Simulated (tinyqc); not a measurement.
Pressure series at fixed power: global model of a low-pressure process discharge: electron temperature, density, ion flux and ion energy. Computed by tinyqc, a small Python program. Command: `OMP_NUM_THREADS=1 python tinyqc.py 3113094 3113095 out.jsonl plasma walk`. One thread of a shared host (Intel(R) Xeon(R) Processor @ 2.30GHz), about 0.01 s of CPU time with the checks.

Maxwellian electrons with temperature T_e in eV, one positive ion, no negative ions, uniform bulk density n; rate constants have the Arrhenius form.

Inputs (values chosen for the exercise, of the order of those of an inductive discharge in a simple atomic gas):

| quantity | value | unit |
|---|---|---|
| ion mass M | 28 | u |
| ionisation prefactor K0 | 6e-14 | m^3/s |
| ionisation energy E_iz | 12.6 | eV |
| excitation prefactor X0 | 3.9e-14 | m^3/s |
| excitation energy E_ex | 10.3 | eV |
| elastic rate constant K_el | 6e-14 | m^3/s |
| ion-neutral cross section | 8.6e-19 | m^2 |
| gas temperature T_g | 400 | K |
| radius R | 20 | cm |
| height L | 18 | cm |
| absorbed power P | 250 | W |

Constants: k_B = 1.380649e-23 J/K; e = 1.602176634e-19 C; u = 1.6605390666e-27 kg; m_0 = 9.1093837015e-31 kg.

Method:
- n_g = p/(k_B T_g), lambda_i = 1/(n_g sigma), K_iz = K0 exp(-E_iz/T_e), h_L = 0.86/sqrt(3 + L/(2 lambda_i)), h_R = 0.8/sqrt(4 + R/lambda_i), A_eff = 2 pi R^2 h_L + 2 pi R L h_R and d_eff = pi R^2 L/A_eff follow p.
- Particle balance: K0 exp(-E_iz/T_e) n_g d_eff = u_B, u_B = sqrt(e T_e/M).
- E_c = E_iz + (X0 exp(-E_ex/T_e) E_ex + K_el (3 m_0/M) T_e)/K_iz; E_T = E_c + (5/2) T_e + (T_e/2) ln(M/(2 pi m_0)); n = P/(e u_B A_eff E_T); J = e h_L n u_B. Pressures without a root below 2 E_iz are left out.

Against pressure:

| p (Pa) | T_e (eV) | E_c (eV) | E_T (eV) | n (1/cm^3) | J (mA/cm^2) |
|---|---|---|---|---|---|
| 0.1 | 3.3662 | 25.867 | 49.434 | 5.4241e+10 | 1.2133 |
| 0.2 | 2.6775 | 28.423 | 47.169 | 7.4439e+10 | 1.2933 |
| 0.5 | 2.0864 | 32.812 | 47.420 | 1.1236e+11 | 1.3122 |
| 1.0 | 1.7777 | 37.140 | 49.586 | 1.5333e+11 | 1.2676 |
| 2.0 | 1.5445 | 42.598 | 53.412 | 2.0751e+11 | 1.1841 |
| 5.0 | 1.3142 | 52.256 | 61.458 | 3.0126e+11 | 1.0334 |
| 10.0 | 1.1807 | 62.557 | 70.823 | 3.8660e+11 | 0.8980 |
| 20.0 | 1.0719 | 77.864 | 85.368 | 4.7391e+11 | 0.7456 |

What follows from these numbers?

T_e falls from 3.37 to 1.07 eV, n changes by a factor 8.7 and J by 0.61; in J = P h_L/(A_eff E_T), E_T changes by a factor 1.73 and is least at 0.2 Pa, between wall losses at high T_e and excitation losses at low T_e.

Extremes, crossings and ranges named in words are read from the listed rows.
